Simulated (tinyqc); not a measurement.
What moves the results: thin (001) film in sp3s* tight binding with raised dangling bonds. A value that a table varies takes the place of the one given here.

Planes alternate anion (a), cation (c) along [001], a/4 apart, starting with an anion; zero in-plane momentum; levels counted from the bulk Ev, the lower root of [[Epa, Vxx], [Vxx, Epc]]; no spin-orbit coupling. Block of s, pz, s*: from an anion to the cation above, Vss/2 (s,s), Vsapc/2 (s,z), -Vscpa/2 (z,s), Vxx/2 (z,z), Vxapc/2 (s*,z), -Vpaxc/2 (z,s*); to the cation below the same with the s-z and s*-z signs reversed. Block of u = (px + py)/sqrt2 and v = (px - py)/sqrt2: to the cation above (Vxx + Vxy)/2 for u and (Vxx - Vxy)/2 for v, to the cation below the reverse. Each surface atom has two dangling sp3 hybrids; raising both by dl adds (dl/2) [[1, t], [t, 1]] to its s, pz levels (t = -1 at the bottom face, +1 at the top) and dl to the one of u, v in whose plane the missing bonds lie (v for a bottom anion or a top cation, u for a top anion).

Values chosen for the exercise (near a published set for Ge, fitted to gaps, whose masses and valley positions are rough; the L valleys, lowest in Ge, lie off zero in-plane momentum and are not seen; the results hold for these values, not for the real material):
```
symbol  value                                                                                          unit      meaning
p       (-5.948, 1.619, -5.948, 1.619, 6.457, 6.457, -6.766, 1.62, 4.926, 5.446, 5.446, 5.253, 5.253)  eV        order Esa, Epa, Esc, Epc, Exa, Exc, Vss, Vxx, Vxy, Vsapc, Vscpa, Vxapc, Vpaxc
Nw      24                                                                                                       planes in the thicker film
a       5.656                                                                                          angstrom  lattice constant
dp      30                                                                                             eV        value of dl for the passivated films
Ns      (6, 9, 17, 18, 28, 35, 47, 63)                                                                           numbers of planes
N0      13                                                                                                       first number of planes
```

## States in the gap of a film

edges (eV): Gamma 0.81900, Delta 0.77298

Levels between 0 and the lower bulk edge, the largest weight on the two outer planes of both faces among them, and the nearest levels outside, for several shifts dl.

Film of Nw planes:
```
dl (eV),levels in the gap,at (eV),surface weight,next above (eV),next below (eV)
0,1,0.127,0.34,0.8054,-0.0820
1,2,"0.045, 0.317",0.44,0.8056,-0.0820
2,2,"0.296, 0.545",0.44,0.8060,-0.0820
3,2,"0.503, 0.755",0.41,0.8063,-0.0820
5,1,0.728,0.24,0.8045,-0.0820
10,0,-,-,0.8049,-0.0820
30,0,-,-,0.8051,-0.0820
100,0,-,-,0.8051,-0.0820
```

Can the levels of the bare film be read as confined subbands?

No: with bare surfaces (dl = 0) 1 level lies in the bulk gap, with up to 34 % of the weight on the four outer planes, two a face, where an even spread gives 17 %; these are dangling-bond states, not subbands. The reruns show the bulk gap clear from dl = 10 eV on, and at dl = 30 eV the next level above lies 0.0 meV from its value at 100 eV.

## Gap against thickness

Passivated films (finite dp, so levels can still be some meV from their limit), thickness N a/4. Highest level below mid-gap (either block) and the two lowest above it. The exponents are -d ln(shift)/d ln N between the sixth and the last film, for the valence level and for the mean of the two conduction levels.

Levels (eV):
```
N,thickness (angstrom),Ev1,Ec1,Ec2,gap
6,8.48,-0.6019,1.1108,1.1808,1.7127
9,12.73,-0.4341,0.9600,0.9888,1.3941
17,24.04,-0.1609,0.8334,0.8372,0.9944
18,25.45,-0.1314,0.8282,0.8313,0.9595
28,39.59,-0.0631,0.7971,0.7977,0.8602
35,49.49,-0.0454,0.7886,0.7892,0.8340
47,66.46,-0.0263,0.7818,0.7820,0.8081
63,89.08,-0.0151,0.7780,0.7780,0.7931
```

exponents: valence 1.87, conduction 1.96

The gap is 1.713 eV at 8.5 angstrom and 0.793 eV at 89.1, against 0.773 eV in the bulk along this line. At 18 planes the conduction side gives 55 meV of the widening and the valence side 131 meV. A hard-walled parabolic band has exponent 2; departures come from the offset between N a/4 and the effective width, from non-parabolicity and from the termination (odd and even N end differently: in the direction of the bond rows at the two faces and, in a compound, in the kind of atom), which also makes single steps in N uneven. Ec1 and Ec2 are the doublet of the two Delta valleys along the normal.

## Valley splitting plane by plane

kz of the minimum = 0.81375 2 pi/a

Ten passivated films from N0 planes on; the phase is N pi k0/2 modulo pi, k0 the position of the bulk minimum.

Lowest doublet:
```
N,phase/pi,mean shift (meV),splitting (meV)
13,0.289,102.11,2.054
14,0.696,89.09,2.688
15,0.103,80.38,8.775
16,0.510,70.57,2.106
17,0.917,62.32,3.740
18,0.324,56.76,3.162
19,0.731,51.44,3.512
20,0.138,46.12,2.305
21,0.544,42.22,0.031
22,0.951,39.00,3.049
```

The splitting ranges from 0.03 meV (N = 21) to 8.78 meV (N = 15), while the mean shift goes from 102 to 39 meV and falls steadily. The splitting changes direction 6 times in these ten films, and one plane more changes it by up to 6.67 meV: it hangs on the phase between the two faces, which is why atomic steps matter.

## What each change does

A film of Nw planes with shift dp: highest level below mid-gap (half the lower bulk edge) and the two lowest above. Each row changes one parameter from the base and keeps the others.

Results:
```
case,Ev1 (eV),Ec1 (eV),Ec2 (eV)
base,-0.0820,0.8051,0.8063
Nw = 25,-0.0831,0.8026,0.8044
dp = 60 eV,-0.0820,0.8051,0.8063
```

The largest shifts from the base row, up to three for each result and ties (the steps differ in size, so this ranks the rows, not the parameters). Ev1 (eV): Nw -0.0011; unchanged at the printed digits by dp. Ec1 (eV): Nw -0.0025; unchanged at the printed digits by dp. Ec2 (eV): Nw -0.0019; unchanged at the printed digits by dp. An odd change of Nw also changes which atoms end the film, so levels need not move as thickness alone would move them; the row for dp shows how far the passivation is from converged.

Program tinyqc; command `OMP_NUM_THREADS=1 python tinyqc.py 1482215 1482216 out.jsonl`; about 0.4 s on one thread of a shared Intel(R) Xeon(R) Processor @ 2.30GHz.
